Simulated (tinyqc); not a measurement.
Capacitance measurement on a leaky thin oxide: effects of series resistance and leakage: one step of the calculation.

The device is a capacitance C in parallel with a leakage conductance G, in series with Rs and Ls. An impedance meter reports either a parallel pair (Cp, Gp) from Y = 1/Z = Gp + i w Cp or a series pair (Cs, Rm) from Z = Rm + 1/(i w Cs); w = 2 pi f, dissipation D = Gp/(w |Cp|).

Question. True capacitance and conductance. EOT = 3.9 tox/eox; CET = EOT + zc + zp; C = 3.9 eps0 A/CET; G = Jg A/Vs.

Parameters, values chosen for the exercise; values of the order met in thin-oxide MOS capacitors:
- eox = 9.18 (relative permittivity of the gate insulator (close to aluminium oxide))
- tox = 4.5 nm (insulator thickness)
- A = 2500 um^2 (gate area)
- zc = 0.49 nm (oxide-equivalent thickness added by the accumulation layer)
- zp = 0 nm (oxide-equivalent thickness added by gate depletion)
- Jg = 5 A/cm^2 (gate leakage current density, not matched to the thickness)
- Vs = 0.45 V (voltage for an e-fold rise of the leakage)

Constants: eps0 = 8.8541878128e-14 F/cm where lengths are in cm. Results are converted to the units shown.

Give: EOT; CET; C; G.

Answer.

EOT = 1.9118 nm
CET = 2.4018 nm
C = 35.944 pF
G = 277.78 uS

Numbers from tinyqc (`OMP_NUM_THREADS=1 python tinyqc.py 2022188 2022189 out.jsonl`; about 0.01 s on one thread of a shared Intel Xeon 2.30GHz).
